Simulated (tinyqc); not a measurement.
Changing the interface energy gamma: classical nucleation, growth and JMAK kinetics of crystallisation from a melt or glass. Computed by tinyqc, a small Python program. Command: `OMP_NUM_THREADS=1 python tinyqc.py 3001881 3001882 out.jsonl nucl sweep`. One thread of a shared host (Intel(R) Xeon(R) Processor @ 2.30GHz), about 0.02 s of CPU time with the checks.

A spherical nucleus cap on a flat wall with a sharp interface of isotropic energy gamma; lambda = Omega^(1/3) is the jump distance.

Inputs (values chosen for the exercise, for a model substance):

| quantity | value | unit |
|---|---|---|
| melting point T_m | 1570 | K |
| heat of melting per volume H | 3930 | J/cm^3 |
| atomic volume Omega | 13.4 | angstrom^3 |
| temperature T | 1325 | K |
| diffusion prefactor D0 | 4.8e-07 | m^2/s |
| activation energy Q | 1.75 | eV |
| contact angle theta | 145 | degrees |
| wall area per volume S_v | 1.1e+07 | 1/m |

Nucleation: on a flat wall. Driving force: Turnbull (linear).

Constants: e = 1.602176634e-19 C; k_B = 1.380649e-23 J/K; k_B = 8.617333262e-05 eV/K.

Method:
- Driving force per volume: dG = H (T_m - T)/T_m.
- Shape factor f = (2 + cos theta)(1 - cos theta)^2/4.
- W(r) = f [4 pi r^2 gamma - (4/3) pi r^3 dG]; r* = 2 gamma/dG; W* = f 16 pi gamma^3/(3 dG^2); n* = f (4/3) pi r*^3/Omega.
- D = D0 exp(-Q/(k_B T)); attachment rate k+ = (A*/lambda^2) D/lambda^2 with A* = 2 pi r*^2 (1 - cos theta); Zeldovich factor Z = sqrt(W*/(3 pi k_B T))/n*; sites per volume N = S_v/lambda^2; I = N Z k+ exp(-W*/(k_B T)); lag time = 1/(4 pi Z^2 k+).
- Growth (Wilson-Frenkel): u = (D/lambda) [1 - exp(-dG Omega/(k_B T))].
- JMAK with steady nucleation and growth, nuclei spread at random: extended fraction X_e = (pi/3) I u^3 t^4, X = 1 - exp(-X_e); t_X = [-3 ln(1 - X)/(pi I u^3)]^(1/4); final grains per volume = Gamma(5/4) (3/pi)^(1/4) (I/u)^(3/4), Gamma(5/4) = 0.9064024771.
- The nose is the T between 0.3 and 0.97 T_m where I u^3 is largest; the time is for X = 1e-6, and the critical cooling rate is estimated as (T_m - T_nose)/t_nose.

One run for each value:

| interface energy gamma (J/m^2) | barrier W* (eV) | nucleation rate I (1/(m^3 s)) | nose temperature (K) | critical cooling rate (K/s) |
|---|---|---|---|---|
| 0.206 | 2.375 | 4.9868e+23 | 1205.7 | 5.5850e+07 |
| 0.232 | 3.392 | 7.1434e+19 | 1170.3 | 2.2428e+07 |
| 0.257 | 4.611 | 1.7365e+15 | 1137.5 | 8.5084e+06 |
| 0.282 | 6.092 | 4.2427e+09 | 1106.0 | 2.9459e+06 |
| 0.308 | 7.937 | 4.2549e+02 | 1074.5 | 8.8509e+05 |
| 0.333 | 10.031 | 4.8078e-06 | 1045.6 | 2.5230e+05 |
| 0.358 | 12.464 | 2.7769e-15 | 1017.9 | 6.5023e+04 |

Over the rows, barrier W* (eV) rises from 2.37 to 12.5 (exponent d ln y / d ln x about 3.0 throughout); nucleation rate I (1/(m^3 s)) falls from 4.99e23 to 2.78e-15 (exponent d ln y / d ln x -74 between the first rows and -290 between the last); nose temperature (K) falls from 1210 to 1020 (exponent d ln y / d ln x -0.25 between the first rows and -0.37 between the last). The exponent of barrier W* stays at 3: W* goes as gamma^3. Across a change of gamma by a factor 1.74 the rate falls by 38.3 decades, because W* enters the exponent as gamma^3; this is why measured rates fix gamma well and computed gamma fixes rates badly. Left out: 0.384 (the barrier is out of all reach).

Caution (all rows): homogeneous nucleation, left out here, would be as fast or faster: the wall offers too few sites or too small a cut in the barrier. Caution (rows 0.206, 0.232, 0.257): at the nose the lag time is not small against the nose time, so steady nucleation overstates the critical cooling rate.

Extremes, crossings and ranges named in words are read from the listed rows.
